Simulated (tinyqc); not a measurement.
Inside a calculation. Method: Hueckel theory of the pi electrons, for the molecule C=CC=C(O)C(=C)Cl (SMILES; centres numbered as the heavy atoms are written). One step of it, computed by the program tinyqc.

Question. Energy, charges, bond orders. E = sum n x; q_r = z_r - P_rr; bond order p = P_rs; free valence = sqrt(3) - sum of p over the bonds of the atom.

x values: 2.464910  2.089612  1.553641  1.137972  0.376132  -0.495251  -1.269317  -1.857698

occupations: 2.000000  2.000000  2.000000  2.000000  2.000000  0.000000  0.000000  0.000000

charge and bond-order matrix P, lower triangle:
```
            1C         2C         3C         4C         5O        6C         7C       8Cl
1C    1.064828
2C    0.865687   0.993017
3C   -0.071811   0.492023   1.083798
4C   -0.373664   0.018970   0.756493   0.937611
5O    0.131476  -0.035979  -0.188258   0.264657   1.931157
6C   -0.014400  -0.080411   0.023390   0.459214  -0.077265  0.998370
7C    0.289891  -0.014400  -0.370302   0.037790  -0.053748  0.872515   1.006177
8Cl   0.008405   0.011050  -0.018469  -0.038632   0.004834  0.121023  -0.113992  1.985043
```

Centres:
```
centre  z_r, pi electrons of the neutral centre         h
1C                                            1  0.000000
2C                                            1  0.000000
3C                                            1  0.000000
4C                                            1  0.000000
5O                                            2  2.000000
6C                                            1  0.000000
7C                                            1  0.000000
8Cl                                           2  2.000000
```

Bonds:
```
i  j         k
1  2         1
2  3         1
3  4         1
4  5  0.800000
4  6         1
6  7         1
6  8  0.400000
```

Give: pi energy = 10 alpha + this times beta; pi charges; Bond orders and lengths from R = 1.517 - 0.180 p; free valence of the carbons; gap between the highest filled and the next level.

Answer.

pi energy = 10 alpha + this times beta = 15.2445

pi charges: 1C -0.0648, 2C 0.0070, 3C -0.0838, 4C 0.0624, 5O 0.0688, 6C 0.0016, 7C -0.0062, 8Cl 0.0150

Bond orders and lengths from R = 1.517 - 0.180 p (angstrom, C-C alone):
```
bond       p       R
1-2   0.8657  1.3612
2-3   0.4920  1.4284
3-4   0.7565  1.3808
4-5   0.2647       -
4-6   0.4592  1.4343
6-7   0.8725  1.3599
6-8   0.1210       -
```

free valence of the carbons: 1C 0.8664, 2C 0.3743, 3C 0.4835, 4C 0.2517, 6C 0.2793, 7C 0.8595

gap between the highest filled and the next level = 0.8714 |beta|
